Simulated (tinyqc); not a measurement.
Temperature and isotope dependence of a band gap in oscillator models, step by step. Values are carried at full precision from step to step, so a last printed digit may differ when a step is redone from the rounded ones.

E(T) = E0 - sum_i sl_i th_i n_i(T), n = 1/(exp(th/T) - 1). The same coupling lowers the gap at 0 K by the zero-point term ZP = sum_i sl_i th_i/2, so the gap of the static lattice is E0 + ZP. Thermal expansion is taken as part of the slopes.

Values chosen for the exercise (near those of GaAs; shifted at random, so the results belong to these values and not to a real crystal):

| symbol | value | unit | meaning |
|---|---|---|---|
| E0 | 1.527 | eV | gap at 0 K |
| th | (83, 316) | K | temperatures of two oscillators |
| sl | (0.1247, 0.3373) | meV/K | their high-temperature slopes |
| T | 150 | K | temperature |
| M | 72.19 | u | mean atomic mass |
| dM | -2.69 | u | change of the mean mass (not bounded by the natural isotopes) |
| T12 | (130, 270) | K | temperatures of the fits |

## The gap at T

Give the occupations, the two terms, the gap, ZP and the static gap.

n_i: 1.35311  0.13849

terms (meV): 14.005  14.761

E(T) = 1.4982 eV
ZP = 58.47 meV
static gap = 1.5855 eV

The thermal fall, 28.8 meV, is smaller than the zero-point term, 58.5 meV; the soft oscillator supplies 49 % of the fall but 9 % of ZP. A calculation with clamped ions should be compared with the static gap.

## Slope and asymptote

dE/dT = -sum sl_i (th_i/T)^2 n_i (1 + n_i). At high T, n -> T/th - 1/2, so E -> E0 + ZP - (sum sl_i) T. Give the slope, its ratio to the limit, and the value at 0 K of the tangent drawn at T.

dE/dT = -0.3576 meV/K
ratio to the limiting slope = 0.7740
intercept of the tangent = 1.5519 eV
intercept - E0 = 24.87 meV

The tangent recovers 43 % of ZP: the extrapolation works only from T well above the higher oscillator (316 K).

## Isotope effect

With M -> M + dM the oscillator temperatures scale as M^(-1/2) and the slopes stay. Give th, ZP, E0 (static gap fixed) and E(T) for the new mass, and the linear rule dE0 = ZP dM/(2 M).

th (K): 84.59  322.06

ZP = 59.589 meV
shift of E0 = -1.121 meV
linear rule = -1.089 meV
shift of E(T) = -0.649 meV

The lighter crystal has the narrower gap. At 150 K 58 % of the shift at 0 K is left; it fades at high T, where the motion is classical and the mean-square amplitude no longer depends on mass.

## Two common fits

Two-parameter forms are made to pass through the falls at the two temperatures T12: Varshni aV T^2/(T + bV), from the line T^2/fall = (T + bV)/aV; one oscillator s1 t1/(exp(t1/T) - 1), with t1 from the ratio of the falls.

Give the falls and the parameters.

falls (meV): 21.8637  76.7019

aV = 0.7889 meV/K
bV = 480 K
t1 = 218.7 K
s1 = 0.4377 meV/K
ZP of the one-oscillator fit = 47.9 meV

The limiting slope of the model is 0.4620 meV/K; Varshni puts it +71 % off and one oscillator -5 %. The ZP of the fit differs from the true one by -10.6 meV.

## Checks

- Slope by finite differences against the formula (meV/K): both 0.35759.
- Fall at 20 times the higher oscillator temperature against the asymptote (meV): 2861.8 against 2861.4.

Program tinyqc; command `OMP_NUM_THREADS=1 python tinyqc.py 1881091 1881092 out.jsonl`; about 0.01 s on one thread of a shared Intel(R) Xeon(R) Processor @ 2.30GHz.
